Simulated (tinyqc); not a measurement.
Trench capacitor in an array: capacitance, non-linearity, leakage and relaxation: charge lost after writing.

A film between two metal electrodes, each interface adding a series capacitance ci. The small-signal permittivity is ek (1 + aq E^2); the field is found with the linear permittivity. Leakage J = J0 sinh(E/Ef). After a voltage step the film passes a relaxation current kr C V tt^(-nr), tt being the time in seconds. The sidewall is a coaxial capacitor with radii a = dm/2 - t and b = dm/2, depth AR dm; the end face is left out.

Planar film: Cf = eps0 ek/t, 1/C = 1/Cf + 2/ci, EOT = 3.9 eps0/C, effective permittivity C t/eps0, E = (V/t) C/Cf. A capacitor written for t0 and then left open loses, as a share of C V, kr (tt^(1 - nr) - t0^(1 - nr))/(1 - nr) by relaxation and J tt/(C V) by leakage; both are taken as small, and rows far outside that range are left out.

Values chosen for this exercise; permittivity of the order of that of silicon nitride: relative permittivity of the film ek = 7.63; film thickness t = 8.8 nm; capacitance of each electrode interface (dead layer and screening) ci = 1000 uF/cm^2; quadratic field coefficient of the permittivity aq = 0.0027 cm^2/MV^2; bias V = 0.6 V; exponent of the relaxation current nr = 0.993; strength of the relaxation kr = 0.00021; leakage prefactor J0 = 8.2e-11 A/cm^2; field for an e-fold rise of the leakage Ef = 0.3 MV/cm; duration of the write pulse t0 = 1e-8 s.

Constants: eps0 = 8.8541878128e-14 F/cm where lengths are in cm. Results are converted to the units shown.

The same in every row: leakage current (nA/cm^2) = 0.3923.

Result of one run:
```
tt (s)	relaxation current (nA/cm^2)	loss by relaxation (%)	loss by leakage (%)	total loss (%)
0.001	92.02	0.2213	8.530e-5	0.2214
```

What becomes of these results when the time since the start of the write pulse tt is changed from 0.001 to 0.1 s, all else the same?

Result of the changed run:
```
tt (s)	relaxation current (nA/cm^2)	loss by relaxation (%)	loss by leakage (%)	total loss (%)
0.1	0.9504	0.3150	0.008530	0.3235
```

The whole series:
```
tt (s)	relaxation current (nA/cm^2)	loss by relaxation (%)	loss by leakage (%)	total loss (%)
1e-6	8.768e4	0.08639	8.530e-8	0.08639
1e-5	8910	0.1306	8.530e-7	0.1306
0.0001	905.5	0.1756	8.530e-6	0.1756
0.001	92.02	0.2213	8.530e-5	0.2214
0.01	9.352	0.2678	8.530e-4	0.2686
0.1	0.9504	0.3150	0.008530	0.3235
1	0.09658	0.3629	0.08530	0.4482
10	0.009815	0.4117	0.8530	1.265
100	9.975e-4	0.4612	8.530	8.991
```

The two currents are equal at tt = 0.244 s. The loss by relaxation grows from 0.0864 to 0.461 %, by 0.0443 points over the first decade and 0.0495 over the last, while the loss by leakage grows tenfold a decade. Leakage is the larger loss for tt = 10, 100 s. For tt = 100 the falling voltage would already cut the leakage, so the linear estimate overstates the loss.

Numbers from tinyqc (`OMP_NUM_THREADS=1 python tinyqc.py 2102089 2102090 out.jsonl`; about 0.01 s on one thread of a shared Intel Xeon 2.30GHz).
